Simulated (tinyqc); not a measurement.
Cluster expansion of a binary alloy: correlations, fit, cross-validation and ground states: one step, computed by the program tinyqc. Command: `OMP_NUM_THREADS=1 python tinyqc.py 3015271 3015272 out.jsonl clex walk`. One thread of a shared host (Intel(R) Xeon(R) Processor @ 2.30GHz), about 0.07 s of CPU time with the checks.

s = +1 for A and -1 for B. Energy per site E = J0 + J1 P(point) + sum over clusters of m V P, with P the mean product of spins; V > 0 on a pair favours unlike neighbours. Clusters per site m: pair 1 2, pair 2 2, pair 3 2, triplet 4; the triplet is two first-neighbour bonds at a right angle. Formation energies are counted from the line between pure A and pure B, which removes J0 and J1.

Problem. Normal equations for V1, V2, Vt. Leave out pair 3: A = X^T X and b = X^T E (E being the data with noise) over these three columns; solve A V = b. The root-mean-square error runs over the structures between the pure ends.

Lattice: square.

X, rows A, A3B p(2x2), A3B c(4x2), A2B diagonal rows, A2B rows, AB c(2x2), AB p(2x1), A2B2 rows, AB2 diagonal rows, AB2 rows, AB3 p(2x2), AB3 c(4x2), B, columns pair 1, pair 2, pair 3, triplet:
```
[[0.000000, 0.000000, 0.000000, 0.000000],
 [-2.000000, -2.000000, 0.000000, -4.000000],
 [-2.000000, -2.000000, -1.000000, -4.000000],
 [-2.666667, -1.333333, -2.666667, -2.666667],
 [-1.333333, -2.666667, -1.333333, 0.000000],
 [-4.000000, 0.000000, 0.000000, 0.000000],
 [-2.000000, -4.000000, 0.000000, 0.000000],
 [-1.000000, -2.000000, -2.000000, 0.000000],
 [-2.666667, -1.333333, -2.666667, 2.666667],
 [-1.333333, -2.666667, -1.333333, 0.000000],
 [-2.000000, -2.000000, 0.000000, 4.000000],
 [-2.000000, -2.000000, -1.000000, 4.000000],
 [0.000000, 0.000000, 0.000000, 0.000000]]
```

data (meV/site): A 0.00000, A3B p(2x2) 23.68640, A3B c(4x2) 15.93240, A2B diagonal rows 29.64533, A2B rows 24.18827, AB c(2x2) 43.61360, AB p(2x1) 29.10480, A2B2 rows 23.20000, AB2 diagonal rows 39.64293, AB2 rows 17.96107, AB3 p(2x2) 42.95280, AB3 c(4x2) 41.59960, B 0.00000

Give: matrix A; b; fitted V1, V2, Vt; root-mean-square error of the three-cluster fit.

Solution.

matrix A, rows V1, V2, Vt:
```
[[54.78, 40.22, 0.00],
 [40.22, 53.78, 0.00],
 [0.00, 0.00, 78.22]]
```

b (meV): [-745.2, -615.9, 206.4]

fitted V1, V2, Vt (meV): [-11.52, -2.84, 2.64]

root-mean-square error of the three-cluster fit = 3.804 meV/site
